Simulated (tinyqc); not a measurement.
Inside a calculation. Model: two coupled magnetic layers: synthetic antiferromagnet, spin flop, exchange bias and magnetoresistance. Computed by tinyqc, a small Python program that keeps every step. Command: `OMP_NUM_THREADS=1 python tinyqc.py 3031877 3031878 out.jsonl saf walk`. One thread of a shared host (Intel(R) Xeon(R) Processor @ 2.30GHz), about 0.3 s of CPU time with the checks. Intermediate numbers are printed to about 6 digits and carried at full precision; extremes and crossings named in words are read from the listed rows.

Moments lie in the plane at the angles p1, p2 from the field. Energy per area: E = J1 cos(p1 - p2) + J2 cos^2(p1 - p2) - B M_s (t1 cos p1 + t2 cos p2) + K (t1 cos^2 p1 + t2 cos^2 p2).

Inputs (values chosen for the exercise, for a model stack): saturation magnetisation M_s = 1330 kA/m; thickness t1 = 3.7 nm; thickness t2 = 3.7 nm; antiferromagnetic coupling J1 = 0.92 mJ/m^2; biquadratic coupling J2 = 0.01 mJ/m^2; in-plane anisotropy K = 3.1 kJ/m^3; field over the saturation field = 0.55; spin polarisation P1 = 0.43; spin polarisation P2 = 0.69; resistance-area product, parallel = 4.1 ohm micrometre^2; exchange-bias energy J_ex = 0.12 mJ/m^2.

Field direction: along the hard axis.

## Saturation field

The parallel state is stable while the Hessian at p1 = p2 = 0 is positive: with c = J1 + 2 J2 and u = B M_s - 2K, (u t1 - c)(u t2 - c) > c^2, so B_sat M_s = c (1/t1 + 1/t2) + 2K. B_K = 2K/M_s.

exchange field c (1/t1 + 1/t2)/M_s = 382.036 mT

B_K = 4.66165 mT

saturation field B_sat = 386.698 mT

applied field B = 212.684 mT

## Equilibrium at the field B

The lowest minimum of E over both angles (from five starts; of two mirror images the one with p1 >= 0, and for equal layers |p1| <= |p2|).

p1 = 55.5163 degrees

p2 = -55.5163 degrees

m/m_sat along B = 0.566172

energy = -1.50668 mJ/m^2

The moments are canted, 111.0 degrees apart.

## Tunnel magnetoresistance against a free layer along B

Julliere: TMR = 2 P1 P2/(1 - P1 P2). Conductance G(theta) = G0 (1 + P1 P2 cos theta), so RA(theta) = RA_P (1 + P1 P2)/(1 + P1 P2 cos theta); theta = p2 for the layer next to the barrier.

TMR = 84.3737 %

RA, antiparallel = 7.55932 ohm micrometre^2

RA at this field = 4.55184 ohm micrometre^2

## Pinning of a single layer

A layer t1 on an antiferromagnet is shifted by B_ex = J_ex/(M_s t1).

bias field, single layer = 24.3853 mT

## Magnetisation curve

The formulas are those given above.

Equilibrium states:
```
B/B_sat   B (mT)  p1 (degrees)  p2 (degrees)  m/m_sat
0.02       7.734       88.8037      -88.8038  0.02088
0.06      23.202       86.4097      -86.4097  0.06262
0.12      46.404       82.8088      -82.8089  0.12518
0.20      77.340       77.9726      -77.9726  0.20838
0.30     116.009       71.8302      -71.8302  0.31183
0.45     174.014       62.2686      -62.2686  0.46533
0.60     232.019       51.9703      -51.9703  0.61607
0.80     309.358       35.7432      -35.7432  0.81164
0.95     367.363       17.5162      -17.5162  0.95363
1.10     425.368        0.0000        0.0000  1.00000
```

From the first row the moments are canted and close at B_sat. The largest gap between m/m_sat and B/B_sat in the canted rows is 0.016: J2 bends the curve.

Checks made by the program: the energy against a grid over both angles (relative difference 9e-09).
